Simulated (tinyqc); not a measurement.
What moves transparency and gain: optical gain and spontaneous emission in a bulk direct-gap semiconductor.

Parabolic bands, vertical transitions, no excitons. For each hole band j: mr = me mj/(me + mj); joint density of states J_j(E) = (mr/c)^(3/2) sqrt(E - Eg)/(2 pi^2), both spins, c = hbar^2/2m0; averaged matrix element |e.p|^2 = m0 Ep/6; alpha_j(E) = 4 pi^2 alpha_f c Ep J_j/(3 nr E) in 1/angstrom (alpha_f the fine-structure constant, listed as alpha among the constants), times 1e8 for 1/cm.

F_j(eta) = (1/Gamma(j + 1)) integral_0^infinity x^j dx/(1 + exp(x - eta)), which tends to exp(eta) for eta << 0.

Quasi-Fermi levels: n = Nc F_1/2(Fc/kT) and p = Nv F_1/2(Fv/kT), Fc counted up from the conduction edge and Fv down from the valence edge; Nc, Nv from N = 2 (m kB T/(4 pi c))^(3/2) with c = hbar^2/2m0, in 1/angstrom^3; times 1e24 for 1/cm^3, with me and (mhh^(3/2) + mlh^(3/2))^(2/3).

For band j the electron sits at Ee = (E - Eg) mr/me above its edge and the hole at Eh = (E - Eg) mr/mj; fe = 1/(1 + exp((Ee - Fc)/kT)), fh = 1/(1 + exp((Eh - Fv)/kT)); gain g = sum_j alpha_j (fe + fh - 1).

Constants: hbar^2/2m0 = 3.80998211 eV angstrom^2; fine-structure constant alpha = 0.007297352564; kB = 8.617333262e-05 eV/K.

Inputs chosen for the exercise (near those of GaAs; the results hold for these values, not for the real material): Eg = 1.447 eV (direct gap); me = 0.0671 m0 (electron mass); mhh = 0.482 m0 (heavy-hole mass); mlh = 0.0781 m0 (light-hole mass); Ep = 24.9 eV (Kane energy); nr = 3.59 (refractive index); T = 250 K; n = 1.5e+18 1/cm^3 (injected density, n = p).

Transparency is Fc + Fv = 0; the peak is the largest g over E at the density n (0 if none).

Results for these values:

| case | transparency density (1/cm^3) | Fc + Fv (eV) | peak gain (1/cm) |
|---|---|---|---|
| base | 9.16e+17 | 0.0341 | 284 |

What happens to each result for me = 0.0772 m0, all else kept?

Answer: transparency density rises from 9.16e+17 to 1.05e+18; Fc + Fv falls from 0.0341 to 0.0237; peak gain falls from 284 to 221.

The same for each parameter in turn:

| case | transparency density (1/cm^3) | Fc + Fv (eV) | peak gain (1/cm) |
|---|---|---|---|
| base | 9.16e+17 | 0.0341 | 284 |
| me = 0.0772 m0 | 1.05e+18 | 0.0237 | 221 |
| mhh = 0.289 m0 | 7.08e+17 | 0.0509 | 647 |
| Ep = 27.4 eV | 9.16e+17 | 0.0341 | 313 |
| T = 290 K | 1.14e+18 | 0.0208 | 122 |
| n = 1.95e+18 1/cm^3 | 9.16e+17 | 0.0550 | 552 |
| nr = 3.77 | 9.16e+17 | 0.0341 | 271 |

Program tinyqc; command `OMP_NUM_THREADS=1 python tinyqc.py 1680044 1680045 out.jsonl`; about 0.08 s on one thread of a shared Intel(R) Xeon(R) Processor @ 2.30GHz.
